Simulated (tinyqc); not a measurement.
Resistance of a source-drain extension with a graded tip: one step of the calculation.

y runs along the channel, the gate covers y > 0. The doping is N0 for y < y0 and N0 10^(-(y - y0)/la) beyond, uniform over the depth xj. Sheet conductance s(y) = q mu(N) max(N - Nch, 0) xj + (for y > 0) ma Cox Vo, with mu(N) = u0 + (u1 - u0)/(1 + (N/Nr)^au) and Cox = eps0 eox/tox. Current is taken as one-dimensional; depletion of the tip, spreading and the contact are left out. The metallurgical junction lies at yj, where N = Nch.

Task. Resistance of the overlapped part. Midpoint rule on 8 equal steps from 0 to yj: R_ov = sum h/s(y), per width.

Inputs (values chosen for the exercise); mobility law close to that of holes in silicon:
```
symbol    value        unit                                                                 meaning
eox         3.9              relative permittivity of the gate insulator (close to silicon dioxide)
tox         1.4          nm                                                     insulator thickness
N0       8.7e19       cm^-3                        active doping of the extension far from the gate
la          5.2   nm/decade                                                      lateral abruptness
y0          4.1          nm          position under the gate where the fall begins (gate edge at 0)
xj           20          nm                                                  depth of the extension
Nch        9e17       cm^-3                                                          channel doping
Vo         0.77           V                                                          gate overdrive
ma           44  cm^2/(V s)                                      mobility of the gate-induced layer
u1        470.5  cm^2/(V s)                                                  mobility at low doping
u0         44.9  cm^2/(V s)                                                 mobility at high doping
Nr      2.23e17       cm^-3                                                        reference doping
au        0.719                                                                            exponent
```

Constants: q = 1.602176634e-19 C, eps0 = 8.8541878128e-14 F/cm where lengths are in cm. Results are converted to the units shown.

Wanted: y; N; doped conductance; sheet resistance; R_ov.

Result.

```
point,y (nm),N (cm^-3),doped conductance (uS),sheet resistance (ohm/square)
0,0.90146,8.7000e19,1397.5,675.18
1,2.7044,8.7000e19,1397.5,675.18
2,4.5073,7.2642e19,1182.5,789.84
3,6.3103,3.2694e19,574.32,1520.0
4,8.1132,1.4715e19,287.08,2698.0
5,9.9161,6.6227e18,145.01,4374.9
6,11.719,2.9807e18,68.021,6596.9
7,13.522,1.3415e18,19.348,9716.8
```

R_ov = 48.763 ohm um

Program tinyqc, `OMP_NUM_THREADS=1 python tinyqc.py 2282235 2282236 out.jsonl`; Intel Xeon 2.30GHz, shared host, one thread, about 0.03 s.
